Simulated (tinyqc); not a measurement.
Pressure series at fixed power: global model of a low-pressure process discharge: electron temperature, density, ion flux and ion energy. Computed by tinyqc, a small Python program. Command: `OMP_NUM_THREADS=1 python tinyqc.py 3114241 3114242 out.jsonl plasma walk`. One thread of a shared host (Intel(R) Xeon(R) Processor @ 2.30GHz), about 0.01 s of CPU time with the checks.

Maxwellian electrons with temperature T_e in eV, one positive ion, no negative ions, uniform bulk density n; rate constants have the Arrhenius form.

Inputs (values chosen for the exercise, of the order of those of an inductive discharge in a simple atomic gas):
```
quantity                      value   unit
ion mass M                       40      u
ionisation prefactor K0     3.3e-14  m^3/s
ionisation energy E_iz         12.6     eV
excitation prefactor X0     1.6e-14  m^3/s
excitation energy E_ex         11.6     eV
elastic rate constant K_el  7.9e-14  m^3/s
ion-neutral cross section     1e-18    m^2
gas temperature T_g             600      K
radius R                         22     cm
height L                         10     cm
absorbed power P                200      W
```

Constants: k_B = 1.380649e-23 J/K; e = 1.602176634e-19 C; u = 1.6605390666e-27 kg; m_0 = 9.1093837015e-31 kg.

Method:
- n_g = p/(k_B T_g), lambda_i = 1/(n_g sigma), K_iz = K0 exp(-E_iz/T_e), h_L = 0.86/sqrt(3 + L/(2 lambda_i)), h_R = 0.8/sqrt(4 + R/lambda_i), A_eff = 2 pi R^2 h_L + 2 pi R L h_R and d_eff = pi R^2 L/A_eff follow p.
- Particle balance: K0 exp(-E_iz/T_e) n_g d_eff = u_B, u_B = sqrt(e T_e/M).
- E_c = E_iz + (X0 exp(-E_ex/T_e) E_ex + K_el (3 m_0/M) T_e)/K_iz; E_T = E_c + (5/2) T_e + (T_e/2) ln(M/(2 pi m_0)); n = P/(e u_B A_eff E_T); J = e h_L n u_B. Pressures without a root below 2 E_iz are left out.

Against pressure:
```
p (Pa)  T_e (eV)  E_c (eV)  E_T (eV)  n (1/cm^3)  J (mA/cm^2)
0.1       5.7284    19.302    60.430  3.0764e+10       0.8301
0.2       3.9694    19.845    48.344  5.0962e+10       1.0593
0.5       2.8202    20.642    40.890  8.7866e+10       1.2872
1.0       2.2983    21.345    37.845  1.3091e+11       1.4129
2.0       1.9298    22.173    36.028  1.9584e+11       1.4997
5.0       1.5858    23.607    34.993  3.3248e+11       1.5555
10.0      1.3956    25.261    35.281  4.8708e+11       1.5470
20.0      1.2457    28.182    37.126  6.8556e+11       1.4722
```

What does the comparison show, and why?

T_e falls from 5.73 to 1.25 eV, n changes by a factor 22.3 and J by 1.77; in J = P h_L/(A_eff E_T), E_T changes by a factor 0.61 and is least at 5 Pa, between wall losses at high T_e and excitation losses at low T_e.

Extremes, crossings and ranges named in words are read from the listed rows.
